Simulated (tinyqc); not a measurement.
On-chip power grid, static voltage drop by conjugate gradients: one step of the calculation.

A grid of 3 rows and 3 columns, node k = 3 row + column. Neighbours in a row are joined by Rx, in a column by Ry; pad nodes, which reach the supply through Rp: 0, 2, 6, 8. Each node draws I0, node 5 draws kh I0. The drops u = Vdd - V solve G u = i, with G the conductance matrix (1/Rp added on the diagonal at pad nodes).

Problem. Worst drop, pad currents and power lost. Pad current u/Rp; worst drop as a share of Vdd; power lost in the grid and pads sum_k i_k u_k; power delivered sum_k i_k (Vdd - u_k).

Inputs (values chosen for the exercise):
- Vdd = 0.75 V (supply voltage)
- Rp = 0.07 ohm (resistance from a pad node to the supply)
- I0 = 2.6 mA (load current of an ordinary node)
- kh = 3 (factor on the load at the hot node)

converged u (mV):
```
           col 0      col 1      col 2
row 0  0.4465741  0.9656111  0.5544259
row 1  0.7162037  1.0667222  1.0936852
row 2  0.4465741  0.9656111  0.5544259
```

Wanted: worst drop; share of Vdd; pad currents; power lost; power delivered.

Solution.

worst drop = 1.094 mV
share of Vdd = 0.1458 %
pad currents (mA): node 0 6.380, node 2 7.920, node 6 6.380, node 8 7.920
power lost = 0.02339 mW
power delivered = 21.43 mW

The pad currents add up to the total load, 28.60 mA. The worst drop is at node 5; the hot node is 5.

Numbers from tinyqc (`OMP_NUM_THREADS=1 python tinyqc.py 2770208 2770209 out.jsonl`; about 0.09 s on one thread of a shared Intel Xeon 2.30GHz).
